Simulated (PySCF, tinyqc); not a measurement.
Worked calculation: MP2 on RHF in the sto-6g basis, for BeH+, spin multiplicity 1. The lowest restricted solution is unstable here: a spin-polarised one lies 0.0123 hartree lower (PySCF). Computed by tinyqc, a small Python program that keeps every step (integrals from PySCF). Settings: charge = 1, multiplicity = 1, basis = sto-6g, method = RHF, energy threshold = 1e-10, iteration cap = 54, orthogonalisation = symmetric, start = Wolfsberg-Helmholz matrix, DIIS depth = 6. Command: `OMP_NUM_THREADS=1 python tinyqc.py 22363 22364 out.jsonl` (the two numbers bound the seeds that draw the settings). One thread of a shared host (Intel(R) Xeon(R) Processor @ 2.60GHz), about 0.1 s of CPU time with the checks. The early iterations of the SCF are left out here.

## One-electron integrals

Geometry (angstrom):

| atom | x | y | z |
|---|---|---|---|
| Be | 0.000000 | 0.000000 | 0.000000 |
| H | 0.000000 | 0.000000 | 1.893000 |

Basis sto-6g: exponents (1/bohr^2) and contraction coefficients of normalised primitives:

| element | l (shell) | exponent | coefficient |
|---|---|---|---|
| Be | s (1) | 312.870494 | 0.009164 |
| Be | s (1) | 57.364463 | 0.049361 |
| Be | s (1) | 16.048509 | 0.168538 |
| Be | s (1) | 5.513096 | 0.370563 |
| Be | s (1) | 2.140897 | 0.416492 |
| Be | s (1) | 0.881739 | 0.130334 |
| Be | s (2) | 13.633247 | -0.013253 |
| Be | s (2) | 2.698375 | -0.046992 |
| Be | s (2) | 0.838653 | -0.033785 |
| Be | s (2) | 0.322660 | 0.250242 |
| Be | s (2) | 0.140131 | 0.595117 |
| Be | s (2) | 0.064233 | 0.240706 |
| Be | p (3) | 13.633247 | 0.003760 |
| Be | p (3) | 2.698375 | 0.037679 |
| Be | p (3) | 0.838653 | 0.173897 |
| Be | p (3) | 0.322660 | 0.418036 |
| Be | p (3) | 0.140131 | 0.425860 |
| Be | p (3) | 0.064233 | 0.101708 |
| H | s (1) | 35.523221 | 0.009164 |
| H | s (1) | 6.513144 | 0.049361 |
| H | s (1) | 1.822143 | 0.168538 |
| H | s (1) | 0.625955 | 0.370563 |
| H | s (1) | 0.243077 | 0.416492 |
| H | s (1) | 0.100112 | 0.130334 |

Overlap, kinetic and nuclear-attraction integrals over the contracted functions; the nuclear repulsion is the sum of Za Zb / Rab.

nuclear repulsion = 1.11817689 hartree

overlap S:
```
           1Be 1s    1Be 2s   1Be 2px   1Be 2py   1Be 2pz     2H 1s
1Be 1s   1.000000  0.254764  0.000000  0.000000  0.000000  0.020787
1Be 2s   0.254764  1.000000  0.000000  0.000000  0.000000  0.264270
1Be 2px  0.000000  0.000000  1.000000  0.000000  0.000000  0.000000
1Be 2py  0.000000  0.000000  0.000000  1.000000  0.000000  0.000000
1Be 2pz  0.000000  0.000000  0.000000  0.000000  1.000000  0.344908
2H 1s    0.020787  0.264270  0.000000  0.000000  0.344908  1.000000
```

kinetic energy T (hartree):
```
            1Be 1s     1Be 2s   1Be 2px   1Be 2py   1Be 2pz      2H 1s
1Be 1s    6.768753  -0.207382  0.000000  0.000000  0.000000  -0.007860
1Be 2s   -0.207382   0.220121  0.000000  0.000000  0.000000   0.011249
1Be 2px   0.000000   0.000000  0.661265  0.000000  0.000000   0.000000
1Be 2py   0.000000   0.000000  0.000000  0.661265  0.000000   0.000000
1Be 2pz   0.000000   0.000000  0.000000  0.000000  0.661265   0.059078
2H 1s    -0.007860   0.011249  0.000000  0.000000  0.059078   0.768522
```

nuclear attraction V (hartree):
```
             1Be 1s     1Be 2s    1Be 2px    1Be 2py    1Be 2pz      2H 1s
1Be 1s   -14.994335  -1.721951   0.000000   0.000000  -0.009499  -0.151471
1Be 2s    -1.721951  -2.576099   0.000000   0.000000  -0.091759  -0.593495
1Be 2px    0.000000   0.000000  -2.555117   0.000000   0.000000   0.000000
1Be 2py    0.000000   0.000000   0.000000  -2.555117   0.000000   0.000000
1Be 2pz   -0.009499  -0.091759   0.000000   0.000000  -2.617752  -0.760937
2H 1s     -0.151471  -0.593495   0.000000   0.000000  -0.760937  -2.356887
```

core Hamiltonian H = T + V (hartree):
```
            1Be 1s     1Be 2s    1Be 2px    1Be 2py    1Be 2pz      2H 1s
1Be 1s   -8.225582  -1.929333   0.000000   0.000000  -0.009499  -0.159331
1Be 2s   -1.929333  -2.355978   0.000000   0.000000  -0.091759  -0.582246
1Be 2px   0.000000   0.000000  -1.893851   0.000000   0.000000   0.000000
1Be 2py   0.000000   0.000000   0.000000  -1.893851   0.000000   0.000000
1Be 2pz  -0.009499  -0.091759   0.000000   0.000000  -1.956486  -0.701859
2H 1s    -0.159331  -0.582246   0.000000   0.000000  -0.701859  -1.588365
```

## Two-electron integrals

Functions are numbered as in S; the eight-fold symmetry (ij|kl) = (ji|kl) = (kl|ij) leaves the list below.

Two-electron integrals (ij|kl) in chemists' order, unique and non-zero (hartree):
```
(11|11) 2.299996   (21|11) 0.361879   (21|21) 0.071926   (22|11) 0.570332
(22|21) 0.139654   (22|22) 0.417773   (31|31) 0.015252   (32|31) 0.022555
(32|32) 0.092340   (33|11) 0.570332   (33|21) 0.139654   (33|22) 0.417773
(33|33) 0.450117   (41|41) 0.015252   (42|41) 0.022555   (42|42) 0.092340
(43|43) 0.024258   (44|11) 0.570332   (44|21) 0.139654   (44|22) 0.417773
(44|33) 0.401601   (44|44) 0.450117   (51|51) 0.015252   (52|51) 0.022555
(52|52) 0.092340   (53|53) 0.024258   (54|54) 0.024258   (55|11) 0.570332
(55|21) 0.139654   (55|22) 0.417773   (55|33) 0.401601   (55|44) 0.401601
(55|55) 0.450117   (61|11) 0.029856   (61|21) 0.005788   (61|22) 0.011282
(61|33) 0.011189   (61|44) 0.011189   (61|51) 0.000580   (61|52) 0.001153
(61|55) 0.011469   (61|61) 0.000493   (62|11) 0.104727   (62|21) 0.026247
(62|22) 0.089832   (62|33) 0.086134   (62|44) 0.086134   (62|51) 0.003526
(62|52) 0.023691   (62|55) 0.097226   (62|61) 0.002367   (62|62) 0.033824
(63|31) 0.002048   (63|32) 0.010353   (63|53) 0.003689   (63|63) 0.002425
(64|41) 0.002048   (64|42) 0.010353   (64|54) 0.003689   (64|64) 0.002425
(65|11) 0.124749   (65|21) 0.031557   (65|22) 0.112148   (65|33) 0.105756
(65|44) 0.105756   (65|51) 0.005591   (65|52) 0.036678   (65|55) 0.124933
(65|61) 0.002943   (65|62) 0.047372   (65|65) 0.067511   (66|11) 0.279286
(66|21) 0.071103   (66|22) 0.271794   (66|33) 0.254414   (66|44) 0.254414
(66|51) 0.009373   (66|52) 0.084941   (66|55) 0.306554   (66|61) 0.006490
(66|62) 0.140579   (66|65) 0.206463   (66|66) 0.774999
```

## Orthogonalisation

S = U s U^T; symmetric (Loewdin) form X = U s^(-1/2) U^T, so that X^T S X = 1.

eigenvalues of S: 0.540049  0.804260  1.000000  1.000000  1.180466  1.475225

X:
```
            1Be 1s     1Be 2s   1Be 2px   1Be 2py    1Be 2pz      2H 1s
1Be 1s    1.026265  -0.137391  0.000000  0.000000  -0.005736   0.018543
1Be 2s   -0.137391   1.058141  0.000000  0.000000   0.041151  -0.154926
1Be 2px   0.000000   0.000000  1.000000  0.000000   0.000000   0.000000
1Be 2py   0.000000   0.000000  0.000000  1.000000   0.000000   0.000000
1Be 2pz  -0.005736   0.041151  0.000000  0.000000   1.051981  -0.196670
2H 1s     0.018543  -0.154926  0.000000  0.000000  -0.196670   1.083165
```

## Iteration 9 (converged): orbitals

converged F (hartree):
```
            1Be 1s     1Be 2s    1Be 2px    1Be 2py    1Be 2pz      2H 1s
1Be 1s   -5.053605  -1.356186   0.000000   0.000000   0.015291  -0.111135
1Be 2s   -1.356186  -0.812036   0.000000   0.000000  -0.089857  -0.344413
1Be 2px   0.000000   0.000000  -0.124138   0.000000   0.000000   0.000000
1Be 2py   0.000000   0.000000   0.000000  -0.124138   0.000000   0.000000
1Be 2pz   0.015291  -0.089857   0.000000   0.000000  -0.220485  -0.300735
2H 1s    -0.111135  -0.344413   0.000000   0.000000  -0.300735  -0.399668
```

Diagonalise F' = X^T F X, C = X C', fill 2 alpha and 2 beta electrons from the bottom; D = 2 C_occ C_occ^T. Each column has its largest component positive (the first on a tie).

F' = X^T F X (hartree):
```
           1          2          3          4          5          6
1  -4.958315  -0.661436   0.000000   0.000000   0.014971   0.023387
2  -0.661436  -0.516216   0.000000   0.000000  -0.025340  -0.229654
3   0.000000   0.000000  -0.124138   0.000000   0.000000   0.000000
4   0.000000   0.000000   0.000000  -0.124138   0.000000   0.000000
5   0.014971  -0.025340   0.000000   0.000000  -0.138563  -0.229142
6   0.023387  -0.229654   0.000000   0.000000  -0.229142  -0.257204
```

orbital energies (hartree): MO1 -5.054756, MO2 -0.636856, MO3 -0.252018, MO4 -0.124138, MO5 -0.124138, MO6 0.073332

coefficients C:
```
               MO1        MO2        MO3        MO4       MO5        MO6
1Be 1s    0.995743  -0.191647  -0.189262   0.000000  0.000000   0.091759
1Be 2s    0.016340   0.670803   0.729776   0.000000  0.000000  -0.425931
1Be 2px   0.000000   0.000000   0.000000   0.997907  0.064671   0.000000
1Be 2py   0.000000   0.000000   0.000000  -0.064671  0.997907   0.000000
1Be 2pz  -0.002418   0.250031  -0.574802   0.000000  0.000000  -0.868418
2H 1s    -0.001434   0.504434  -0.405003   0.000000  0.000000   0.904317
```

D after iteration 9:
```
            1Be 1s     1Be 2s   1Be 2px   1Be 2py    1Be 2pz      2H 1s
1Be 1s    2.056465  -0.224573  0.000000  0.000000  -0.100650  -0.196203
1Be 2s   -0.224573   0.900487  0.000000  0.000000   0.335364   0.676705
1Be 2px   0.000000   0.000000  0.000000  0.000000   0.000000   0.000000
1Be 2py   0.000000   0.000000  0.000000  0.000000   0.000000   0.000000
1Be 2pz  -0.100650   0.335364  0.000000  0.000000   0.125043   0.252255
2H 1s    -0.196203   0.676705  0.000000  0.000000   0.252255   0.508912
```

Within a degenerate level the vectors are fixed only up to a rotation; this is one choice.

## Convergence

Stop when the energy changes by less than 1e-10 hartree and every element of the error matrix X^T (F D S - S D F) X is below 3e-06.

Course of the cycle:

| iteration | E (hartree) | change | largest element of the error matrix |
|---|---|---|---|
| 1 | -14.68249362 | - | 1.83e-01 |
| 2 | -14.72470341 | -4.22e-02 | 6.23e-02 |
| 3 | -14.74572482 | -2.10e-02 | 4.18e-02 |
| 4 | -14.75467318 | -8.95e-03 | 1.10e-02 |
| 5 | -14.75462799 | 4.52e-05 | 8.10e-03 |
| 6 | -14.75482670 | -1.99e-04 | 2.03e-03 |
| 7 | -14.75483787 | -1.12e-05 | 2.86e-04 |
| 8 | -14.75483810 | -2.32e-07 | 4.71e-07 |
| 9 | -14.75483810 | -3.69e-13 | 1.39e-08 |

PySCF RHF in the same basis = -14.75483810 hartree

Converged in 9 iterations.

## Integrals over molecular orbitals

(pq|rs) = sum C_ip C_jq C_kr C_ls (ij|kl), one index at a time.

one-electron integrals over orbitals h = C^T H C (hartree):
```
           1          2          3          4          5          6
1  -8.218595   0.177752   0.196270   0.000000   0.000000  -0.064160
2   0.177752  -1.962807  -0.091923   0.000000   0.000000   0.244122
3   0.196270  -0.091923  -1.855483   0.000000   0.000000  -0.103329
4   0.000000   0.000000   0.000000  -1.893851   0.000000   0.000000
5   0.000000   0.000000   0.000000   0.000000  -1.893851   0.000000
6  -0.064160   0.244122  -0.103329   0.000000   0.000000  -1.662195
```

Two-electron integrals over orbitals (pq|rs), unique and non-zero (hartree):
```
(11|11) 2.284643    (21|11) -0.176113   (21|21) 0.022948    (22|11) 0.451072
(22|21) -0.001639   (22|22) 0.446755    (31|11) -0.175451   (31|21) 0.019221
(31|22) -0.013409   (31|31) 0.027258    (32|11) 0.087686    (32|21) -0.005999
(32|22) -0.064227   (32|31) 0.001161    (32|32) 0.068485    (33|11) 0.520960
(33|21) -0.010607   (33|22) 0.328644    (33|31) 0.001868    (33|32) 0.031159
(33|33) 0.420116    (41|41) 0.015875    (42|41) 0.014179    (42|42) 0.045986
(43|41) 0.013684    (43|42) 0.035276    (43|43) 0.047818    (44|11) 0.570111
(44|21) -0.005757   (44|22) 0.345676    (44|31) -0.005723   (44|32) 0.044981
(44|33) 0.378804    (44|44) 0.450117    (51|51) 0.015875    (52|51) 0.014179
(52|52) 0.045986    (53|51) 0.013684    (53|52) 0.035276    (53|53) 0.047818
(54|54) 0.024258    (55|11) 0.570111    (55|21) -0.005757   (55|22) 0.345676
(55|31) -0.005723   (55|32) 0.044981    (55|33) 0.378804    (55|44) 0.401601
(55|55) 0.450117    (61|11) 0.082057    (61|21) -0.013929   (61|22) -0.008334
(61|31) -0.002548   (61|32) 0.008078    (61|33) 0.014535    (61|44) 0.001995
(61|55) 0.001995    (61|61) 0.015934    (62|11) -0.137037   (62|21) 0.001229
(62|22) 0.016022    (62|31) 0.008745    (62|32) -0.057838   (62|33) -0.004879
(62|44) -0.070635   (62|55) -0.070635   (62|61) 0.005556    (62|62) 0.117076
(63|11) 0.078613    (63|21) -0.002957   (63|22) -0.057142   (63|31) 0.005223
(63|32) 0.064855    (63|33) 0.047913    (63|44) 0.039729    (63|55) 0.039729
(63|61) 0.007710    (63|62) -0.062065   (63|63) 0.081399    (64|41) -0.006734
(64|42) -0.024569   (64|43) -0.006846   (64|64) 0.021966    (65|51) -0.006734
(65|52) -0.024569   (65|53) -0.006846   (65|65) 0.021966    (66|11) 0.481144
(66|21) -0.001950   (66|22) 0.453125    (66|31) -0.011982   (66|32) -0.067365
(66|33) 0.357226    (66|44) 0.349999    (66|55) 0.349999    (66|61) -0.007033
(66|62) 0.038701    (66|63) -0.058657   (66|66) 0.487353
```

## Second-order Moller-Plesset energy

Hartree-Fock energy = -14.75483810 hartree

E2 = sum_ijab (ia|jb) [2 (ia|jb) - (ib|ja)] / (e_i + e_j - e_a - e_b) over occupied i, j and virtual a, b; the opposite-spin part is (ia|jb)^2 / denominator, the rest is same-spin, and SCS-MP2 scales them by 6/5 and 1/3.

Terms:

| i | j | a | b | (ia\|jb) | (ib\|ja) | denominator | term |
|---|---|---|---|---|---|---|---|
| 2 | 2 | 6 | 6 | 0.117076 | 0.117076 | -1.420377 | -0.009650 |
| 2 | 2 | 3 | 3 | 0.068485 | 0.068485 | -0.769677 | -0.006094 |
| 2 | 2 | 6 | 3 | -0.057838 | -0.057838 | -1.095027 | -0.003055 |
| 2 | 2 | 3 | 6 | -0.057838 | -0.057838 | -1.095027 | -0.003055 |
| 2 | 2 | 4 | 4 | 0.045986 | 0.045986 | -1.025436 | -0.002062 |
| 2 | 2 | 5 | 5 | 0.045986 | 0.045986 | -1.025436 | -0.002062 |
| 1 | 1 | 3 | 3 | 0.027258 | 0.027258 | -9.605477 | -0.000077 |
| 2 | 1 | 4 | 4 | 0.014179 | 0.014179 | -5.443336 | -0.000037 |
| 2 | 1 | 5 | 5 | 0.014179 | 0.014179 | -5.443336 | -0.000037 |
| 1 | 2 | 4 | 4 | 0.014179 | 0.014179 | -5.443336 | -0.000037 |
| 1 | 2 | 5 | 5 | 0.014179 | 0.014179 | -5.443336 | -0.000037 |
| 1 | 1 | 4 | 4 | 0.015875 | 0.015875 | -9.861236 | -0.000026 |
| 1 | 1 | 5 | 5 | 0.015875 | 0.015875 | -9.861236 | -0.000026 |
| 1 | 1 | 6 | 6 | 0.015934 | 0.015934 | -10.256177 | -0.000025 |
| 1 | 2 | 3 | 6 | 0.008745 | 0.008078 | -5.512927 | -0.000015 |
| 2 | 1 | 6 | 3 | 0.008745 | 0.008078 | -5.512927 | -0.000015 |
| 1 | 2 | 6 | 3 | 0.008078 | 0.008745 | -5.512927 | -0.000011 |
| 2 | 1 | 3 | 6 | 0.008078 | 0.008745 | -5.512927 | -0.000011 |
| 2 | 1 | 6 | 6 | 0.005556 | 0.005556 | -5.838277 | -0.000005 |
| 1 | 2 | 6 | 6 | 0.005556 | 0.005556 | -5.838277 | -0.000005 |
| 1 | 1 | 6 | 3 | -0.002548 | -0.002548 | -9.930827 | -6.54e-07 |
| 1 | 1 | 3 | 6 | -0.002548 | -0.002548 | -9.930827 | -6.54e-07 |
| 2 | 1 | 3 | 3 | 0.001161 | 0.001161 | -5.187577 | -2.60e-07 |
| 1 | 2 | 3 | 3 | 0.001161 | 0.001161 | -5.187577 | -2.60e-07 |

Pair energies (hartree; pair i-j sums ij and ji):

| pair | opposite spin | same spin |
|---|---|---|
| 1-1 | -0.000155 | 0 |
| 2-1 | -0.000210 | -1.62e-07 |
| 2-2 | -0.025978 | 0 |

MP2 correlation energy = -0.02634303 hartree

SCS-MP2 correlation energy = -0.03161149 hartree

MP2 total energy = -14.78118113 hartree
